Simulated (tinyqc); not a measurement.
Isotope shift of the local mode: vibrations of a mass or spring defect in a linear chain. Computed by tinyqc, a small Python program. Command: `OMP_NUM_THREADS=1 python tinyqc.py 3000697 3000698 out.jsonl localmode walk`. One thread of a shared host (Intel(R) Xeon(R) Processor @ 2.30GHz), about 0.01 s of CPU time with the checks.

A ring of N atoms with nearest-neighbour springs k and motion along the chain. Atom 1 is the defect, of mass M', and its two springs are k'. All other atoms have the mass M.

Inputs (values chosen for the exercise, for a model chain): spring constant k = 2.45 eV/angstrom^2; host mass M = 54.6 u; defect mass M' = 3.52 u; spring ratio k'/k at the defect = 1; isotope mass step = 2 u.

Host: monatomic.

Constants: nu for 1 eV/(angstrom^2 u) = 15.6333042 THz.

Method:
- Host band: lambda from 0 to 4k/M.
- nu = 15.6333042 THz x sqrt(lambda), lambda in eV/(angstrom^2 u).
- D_ii = (sum of the two springs at i)/M_i, D_ij = -k_ij/sqrt(M_i M_j) for neighbours, closed into a ring.
- The same matrix for 120 atoms; amplitudes are the mass-weighted eigenvector, in size, relative to the defect, for the highest mode; its weight is the squared component of the normalised eigenvector on the defect.
- Raise M' by the isotope step in the 120-atom ring. First order, good only for a step much smaller than M': Delta nu/nu = -(1/2) (weight on the defect) Delta M'/M'; a defect vibrating against fixed neighbours would give sqrt(M'/(M' + step)) - 1.

highest frequency, long ring = 18.7496 THz

weight of the highest mode on the defect = 0.966692

shift, exact = -19.379 %

shift, first order = -27.463 %

shift, fixed neighbours = -20.145 %

What does the comparison show, and why?

The shift is 96 % of the fixed-neighbour value; all other atoms together carry 3 % of the kinetic energy of the mode.

Extremes, crossings and ranges named in words are read from the listed rows.
